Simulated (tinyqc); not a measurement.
Inside a calculation. Model: drifting, spreading and decaying minority pulse (Haynes-Shockley), Crank-Nicolson time steps.

tinyqc, about 0.01 s, one thread, Intel Xeon 2.30GHz (shared host): `OMP_NUM_THREADS=1 python tinyqc.py 2310126 2310127 out.jsonl` Printed values are rounded.

Low injection in a uniform field: dn/dt = D d2n/dx2 - v dn/dx - n/tau with D = mu Vt and v = mu F towards +x. Exact solution on an infinite bar for a Gaussian start at x0: n = N0 exp(-t/tau) exp(-(x - x0 - v t)^2/(2 s^2))/sqrt(2 pi s^2), s^2 = s0^2 + 2 D t.

Values chosen for this exercise; mobility close to that of germanium at room temperature:

| symbol | value | unit | meaning |
|---|---|---|---|
| T | 350 | K | temperature |
| mu | 1910 | cm^2/(V s) | minority-carrier mobility |
| F | 11 | V/cm | sweep field along the drift |
| hx | 11 | um | mesh step |
| tau | 7.5e-7 | s | lifetime |
| N0 | 3e10 | cm^-2 | injected sheet density |
| dt | 2.5e-8 | s | time step |
| s0 | 13 | um | initial width (standard deviation) |

Constants: q = 1.602176634e-19 C, kB = 1.380649e-23 J/K, Vt = kB T/q. Results are converted to the units shown.

## Coefficients of the scheme

Exponentially fitted fluxes: d = F hx/Vt, B(d) = d/(exp(d) - 1), k = D dt/hx^2; (L n)_i = a n_(i-1) + b n_i + c n_(i+1) with a = k B(-d), c = k B(d), b = -a - c - dt/tau. Explicit steps keep n positive for dt up to 1/[(D/hx^2)(B(d) + B(-d)) + 1/tau].

D = 57.6069 cm^2/s
v = 21010 cm/s
d = 0.401185
a = 1.44490
b = -2.44562
c = 0.967396
positivity limit of dt = 1.02223e-8 s

dt is 2.4 times the explicit limit. On this mesh the fitted flux acts like a diffusion coefficient (d/2) coth(d/2) D = 1.01 D for a travelling pulse, before the error of the time steps.

## Initial pulse

Nodes x_i = i hx, i = 1 to 13, n = 0 at nodes 0 and 14; the Gaussian at t = 0 with x0 = 4 hx.

n at t = 0, node 1 to 13 (in units of 1e12 cm^-3): 0.36714  2.19887  6.43599  9.20636  6.43599  2.19887  0.36714  0.02996  0.00119  0.00002  0.00000  0.00000  0.00000

## Step 1: densities after a time step

(L n)_i = a n_(i-1) + b n_i + c n_(i+1), n = 0 beyond the ends. Crank-Nicolson step: solve n(new) - L n(new)/2 = n + L n/2.

n at t = 1 dt, node 1 to 13 (in units of 1e12 cm^-3): 0.98212  2.48354  3.97466  5.03010  5.37120  4.18545  2.24465  0.91879  0.33391  0.11794  0.04150  0.01451  0.00472

## Step 2: densities after a time step

As before.

n at t = 2 dt, node 1 to 13 (in units of 1e12 cm^-3): 0.84386  1.84677  2.92886  3.79250  4.06311  3.78322  2.97796  1.89832  1.01251  0.48122  0.21324  0.08963  0.03337

## Course in time

The same steps, now on nodes 1 to 60 (n = 0 at nodes 0 and 61), for 24 steps; centre = sum x n/sum n. Deviations are from the exact pulse, as a share of its largest value on the nodes; a run counts as stable if they stay under 100 %.

Course of the iteration:
```
step  hx sum n (cm^-2)  centre (um)  most negative n (cm^-3), 0 if none  largest deviation (% of the peak)
1           2.82771e10      50.4715                                   0                               4.26
2           2.63944e10      57.6495                                   0                               7.51
3           2.47604e10      64.7759                                   0                               13.2
4           2.33712e10      71.6962                                   0                               16.6
5           2.21624e10      78.4350                                   0                               19.2
6           2.10934e10      85.0055                                   0                               20.6
7           2.01324e10      91.4324                                   0                               21.7
8           1.92578e10      97.7349                                   0                               22.2
9           1.84533e10      103.930                                   0                               22.4
...                ...          ...                                 ...                                ...
16          1.40771e10      145.248                                   0                               22.2
17          1.35746e10      150.948                                   0                               22.1
18          1.30946e10      156.612                                   0                               22.2
19          1.26352e10      162.245                                   0                               22.1
20          1.21951e10      167.848                                   0                               22.2
21          1.17730e10      173.425                                   0                               22.1
22          1.13676e10      178.979                                   0                               22.2
23          1.09782e10      184.510                                   0                               22.1
24          1.06036e10      190.021                                   0                               22.1
```

The run is stable. After 24 steps the deviation is 22 % of the peak. From step 1 to the last the centre has moved at 1.16 v and the content is 21 % below N0 exp(-t/tau). On an endless mesh these steps would give a speed of 1.00 v and a content of 1.00 times the exact one, from dt/tau = 0.0333 alone; the rest comes from the absorbing ends.
